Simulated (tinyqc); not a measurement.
# Undoped symmetric double-gate MOSFET, analytic potential model: effects of single changes

An undoped body of thickness ts between two equal insulators and tied gates; long channel, electrons only, n = ni exp((psi - V)/Vt) with V the quasi-Fermi potential (0 at the source, Vd at the drain), constant mobility, no quantisation. Across the body psi(x) = V - 2 Vt ln[(ts/(2 beta)) sqrt(q ni/(2 eps0 eps_r Vt)) cos(2 beta x/ts)], x from the centre. Q is the electron charge per area of the whole body.

Parameters, values chosen for the exercise; material values close to those of silicon:
```
symbol    value        unit                                             meaning
T           250           K                                         temperature
Eg         1.12          eV                                            band gap
eps_r      11.7                      relative permittivity of the semiconductor
Nc      2.15e19       cm^-3              conduction-band density of states at T
Nv         2e19       cm^-3                 valence-band density of states at T
eox        9.19                     relative permittivity of the gate insulator
tox         2.4          nm                                 insulator thickness
ts            5          nm                                      body thickness
dphi       0.18           V  gate work function less that of the intrinsic body
mu          430  cm^2/(V s)                                    channel mobility
L             2          um                                         gate length
Vd          0.8           V                                       drain voltage
```

Constants: q = 1.602176634e-19 C, kB = 1.380649e-23 J/K, Vt = kB T/q, eps0 = 8.8541878128e-14 F/cm where lengths are in cm. Results are converted to the units shown.

Each table varies one quantity; the others keep the values above.

## Effect of the body thickness

ni = sqrt(Nc Nv) exp(-Eg/(2 Vt)), Eg in volts; r = eps_r tox/(eox ts); V0 = dphi + 2 Vt ln[(2/ts) sqrt(2 eps0 eps_r Vt/(q ni))]. beta (between 0 and pi/2) solves (Vg - V0 - V)/(2 Vt) = ln(beta) - ln(cos beta) + 2 r beta tan(beta). Q = 8 eps0 eps_r Vt beta tan(beta)/ts; I = mu (1/L)(4 eps0 eps_r/ts)(2 Vt)^2 [g(beta_s) - g(beta_d)] per width, g = beta tan(beta) - beta^2/2 + r beta^2 tan^2(beta), with beta_s at V = 0 and beta_d at V = Vd.  I(low) is taken at Vg = 0.46 V, Qs and I(high) at Vg = 1.21 V.

Effect of the body thickness:
```
ts (nm)  V0 (V)  I(low) (nA/um)  Qs(high) (nC/cm^2)  I(high) (uA/um)
1.7      0.7534        0.005930                2786            142.3
2.3      0.7403        0.008024                2794            144.1
3.3      0.7248         0.01151                2801            145.9
4.6      0.7105         0.01605                2804            147.2
6.4      0.6962         0.02233                2806            148.2
8.9      0.6820         0.03105                2808            149.0
12       0.6692         0.04186                2808            149.5
```

As ts goes from 1.7 to 12 nm, I(low) rises from 0.00593 to 0.0419 nA/um and I(high) rises from 142 to 149 uA/um. On average I(low) goes as ts^(1.00) and I(high) goes as ts^(0.03). Below threshold the charge is proportional to the cross-section of the body; above it the insulator sets the charge. In every row the surface density at the source at the higher gate voltage passes 0.3 Nc, where Boltzmann statistics fail. For ts = 1.7 to 6.4 nm the body is thin enough for quantum confinement, left out here, to raise the threshold.

## Output curve

Q = 8 eps0 eps_r Vt beta tan(beta)/ts; I = mu (1/L)(4 eps0 eps_r/ts)(2 Vt)^2 [g(beta_s) - g(beta_d)] per width, g = beta tan(beta) - beta^2/2 + r beta^2 tan^2(beta), with beta_s at V = 0 and beta_d at V = Vd.

In this table Vg = 1.01 V.

Result of one run:
```
Vd (V)  Qd (nC/cm^2)     Qd/Qs  I (uA/um)
0.43          0.9801  6.107e-4      52.93
```

What becomes of these results when the drain voltage Vd is changed from 0.43 to 0.38 V, all else the same?

Result of the changed run:
```
Vd (V)  Qd (nC/cm^2)     Qd/Qs  I (uA/um)
0.38           9.286  0.005786      52.89
```

The whole series:
```
Vd (V)  Qd (nC/cm^2)     Qd/Qs  I (uA/um)
0.06            1263    0.7869      18.48
0.11           988.1    0.6157      30.57
0.16           726.5    0.4527      39.77
0.22           438.1    0.2730      47.25
0.27           231.8    0.1445      50.81
0.32           81.04   0.05050      52.43
0.38           9.286  0.005786      52.89
0.43          0.9801  6.107e-4      52.93
0.48         0.09697  6.043e-5      52.94
```

The current rises from 18.5 to 52.9 uA/um, while the charge at the drain end falls from 0.79 to 6.0e-5 of that at the source. The current first comes within 1 % of its last value at Vd = 0.32 V among the rows. Over the last rows Qd falls by a factor of e for each Vt of drain voltage: the drain end is in weak inversion. In every row the surface density at the source passes 0.3 Nc, where Boltzmann statistics fail. In every row the body is thin enough for quantum confinement, left out here, to raise the threshold.

Computed by the program tinyqc: `OMP_NUM_THREADS=1 python tinyqc.py 2440027 2440028 out.jsonl`, one thread of a shared Intel Xeon 2.30GHz, about 0.01 s for the whole run.
